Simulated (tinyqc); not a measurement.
# Thermionic emission over a Gaussian spread of barriers: effect of the spread

Metal on an n-type semiconductor with one parabolic valley; V > 0 is forward bias (metal positive). Patches of barrier height b are spread as a Gaussian with mean phi - r2 V and variance sg^2 + r3 V; each carries A* T^2 exp(-b/Vt) [exp(V/Vt) - 1].

A* = 4 pi q me m0 kB^2/h^3 (times 1e-4 for A/(cm^2 K^2)). At zero bias the mean of exp(-b/Vt) gives phi_ap(0) = phi - sg^2/(2 Vt), J0 = A* T^2 exp(-phi_ap(0)/Vt), and the current is centred on b = phi - sg^2/Vt.

Values chosen for this exercise; band and dielectric values those of a made-up semiconductor:
```
symbol   value  unit                             meaning
T          250     K                         temperature
me      0.0409    m0                       electron mass
phi       0.84    eV  barrier height seen from the metal
```

Constants: q = 1.602176634e-19 C, kB = 1.380649e-23 J/K, h = 6.62607015e-34 J s, m0 = 9.1093837015e-31 kg, Vt = kB T/q. Results are converted to the units shown.

Effect of the spread:

| sg (eV) | phi_ap(0) (eV) | J0 (A/cm^2) | barrier that carries most current (eV) |
|---|---|---|---|
| 0.02 | 0.83072 | 5.5069e-12 | 0.82143 |
| 0.033 | 0.81473 | 1.1568e-11 | 0.78945 |
| 0.046 | 0.79089 | 3.4977e-11 | 0.74178 |
| 0.058 | 0.76192 | 1.3418e-10 | 0.68385 |
| 0.071 | 0.72300 | 8.1716e-10 | 0.60601 |
| 0.084 | 0.67624 | 7.1626e-9 | 0.51247 |
| 0.097 | 0.62163 | 9.0361e-8 | 0.40325 |

What does the comparison show?

The apparent barrier falls from 0.831 to 0.622 eV, by sg^2/(2 Vt), and J0 grows by a factor of 16400 over the table. The lowering equals Vt at sg = sqrt(2) Vt = 0.0305 eV. In 3 of the 7 rows sg exceeds 3 Vt, so the current comes from more than three deviations below the mean, a tiny share of the area that a Gaussian of independent patches describes poorly.

Computed by the program tinyqc: `OMP_NUM_THREADS=1 python tinyqc.py 2640123 2640124 out.jsonl`, one thread of a shared Intel Xeon 2.30GHz, about 0.01 s for the whole run.
